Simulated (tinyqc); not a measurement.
## Pillar capacitor in an array: capacitance, non-linearity, leakage and relaxation: capacitance, non-linearity and leakage against thickness

A film between two metal electrodes, each interface adding a series capacitance ci. The small-signal permittivity is ek (1 + aq E^2); the field is found with the linear permittivity. Leakage J = J0 sinh(E/Ef). After a voltage step the film passes a relaxation current kr C V tt^(-nr), tt being the time in seconds. The sidewall is a coaxial capacitor with radii a = dm/2 and b = dm/2 + t, depth AR dm; the end face is left out.

Planar film: Cf = eps0 ek/t, 1/C = 1/Cf + 2/ci, EOT = 3.9 eps0/C, effective permittivity C t/eps0, E = (V/t) C/Cf; quadratic coefficient [C(V)/C - 1]/V^2 with Cf (1 + aq E^2) in C(V).

Inputs (values chosen for the exercise); permittivity of the order of that of tantalum oxide:

| symbol | value | unit | meaning |
|---|---|---|---|
| ek | 25.3 |  | relative permittivity of the film |
| ci | 170 | uF/cm^2 | capacitance of each electrode interface (dead layer and screening) |
| aq | 0.0087 | cm^2/MV^2 | quadratic field coefficient of the permittivity |
| V | 1.7 | V | bias |
| J0 | 3.9e-10 | A/cm^2 | leakage prefactor |
| Ef | 0.21 | MV/cm | field for an e-fold rise of the leakage |

Constants: eps0 = 8.8541878128e-14 F/cm where lengths are in cm. Results are converted to the units shown.

Capacitance, non-linearity and leakage against thickness:
```
t (nm),C (uF/cm^2),EOT (nm),effective permittivity,E (MV/cm),quadratic coefficient (ppm/V^2),J (A/cm^2)
3.6,5.7981,0.59557,23.574,4.4001,53691,0.24534
5.1,4.1765,0.82679,24.057,3.1695,28633,6.9964e-4
7.2,3.0014,1.1505,24.407,2.2777,15043,1.0013e-5
10,2.1826,1.5821,24.650,1.6563,8041.9,5.1937e-7
15,1.4676,2.3529,24.863,1.1138,3669.1,3.9207e-8
21,1.0535,3.2778,24.986,0.79949,1900.2,8.7745e-9
30,0.74020,4.6651,25.080,0.56173,941.61,2.8162e-9
42,0.53003,6.5149,25.142,0.40224,484.02,1.2953e-9
60,0.37172,9.2896,25.189,0.28209,238.51,6.9629e-10
```

C falls from 5.80 to 0.372 uF/cm^2 while the effective permittivity goes from 23.6 to 25.2 (ek = 25.3). EOT is a straight line in t with slope 3.9/ek = 0.154 and intercept 0.0406 nm. The quadratic coefficient goes as t^(-1.80) between the first two rows and t^(-1.98) between the last two (-2 without interfaces), and J falls by 8.55 decades. For t = 3.6 direct tunnelling, left out, would add to the leakage.

Computed by the program tinyqc: `OMP_NUM_THREADS=1 python tinyqc.py 2102126 2102127 out.jsonl`, one thread of a shared Intel Xeon 2.30GHz, about 0.01 s for the whole run.
